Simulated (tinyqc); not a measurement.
Signal and retention of a DRAM cell: one step of the calculation.

A stored one starts at Vd and leaks: Cs dV/dt = -I(V), I = a sqrt((V + Vb)/(Vd + Vb)) + b, with a = Ig exp[-(Eg1 q/kB)(1/T - 1/T0)] (generation in a depletion layer) and b = Is exp[-(Es q/kB)(1/T - 1/T0)]. The bit line is precharged to Vd/2, and charge sharing gives the signal (V - Vd/2) Cs/(Cs + Cb).

Problem. Signal and margin. The cell fails below Vc = Vd/2 + dm (Cs + Cb)/Cs.

Parameters, values chosen for the exercise:
- Vd = 1.2 V (array voltage)
- Cs = 28 fF (cell capacitance)
- Cb = 47 fF (bit-line capacitance)
- dm = 62 mV (smallest signal that the sense amplifier resolves)

Constants: q = 1.602176634e-19 C. Results are converted to the units shown.

Wanted: transfer ratio; signal of a fresh one; Vc; charge that may be lost; the same in electrons.

Solution.

transfer ratio = 0.37333
signal of a fresh one = 224.00 mV
Vc = 0.76607 V
charge that may be lost = 12.150 fC
the same in electrons = 75834

Range of the model: Real arrays also hold a tail of unusually leaky cells and cells whose retention varies in time, which this model lacks.

Program tinyqc, `OMP_NUM_THREADS=1 python tinyqc.py 2130096 2130097 out.jsonl`; Intel Xeon 2.30GHz, shared host, one thread, about 0.01 s.
